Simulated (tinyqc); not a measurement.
## Permittivity of the insulator from five potentials

Problem. A node lies on a semiconductor-insulator interface. Steps: hs = tb/2 down into the semiconductor, ho = tox/1 up into the insulator, hy = L/5 sideways. The flux balance of its box reads eox (hy/ho)(above - node) + eps_r (hy/hs)(below - node) + [(eps_r hs + eox ho)/(2 hy)](left + right - 2 node) - q Na (hs/2) hy/eps0 = 0. Find eox.

Inputs (values chosen for the exercise); semiconductor permittivity close to that of silicon:

| symbol | value | unit | meaning |
|---|---|---|---|
| eps_r | 11.5 |  | relative permittivity of the semiconductor |
| tb | 3 | nm | half the body thickness |
| tox | 1.4 | nm | insulator thickness |
| L | 32 | nm | channel length |
| Na | 0 | cm^-3 | acceptor density of the depleted body |

Constants: q = 1.602176634e-19 C, eps0 = 8.8541878128e-14 F/cm where lengths are in cm. Results are converted to the units shown.

psi (V): node 0.18941202, above 0.14, below 0.20269663, left 0.16565171, right 0.34230752

Solution. The balance is linear in eox.

eox = 3.90

Computed by the program tinyqc: `OMP_NUM_THREADS=1 python tinyqc.py 2480154 2480155 out.jsonl`, one thread of a shared Intel Xeon 2.30GHz, about 0.1 s for the whole run.
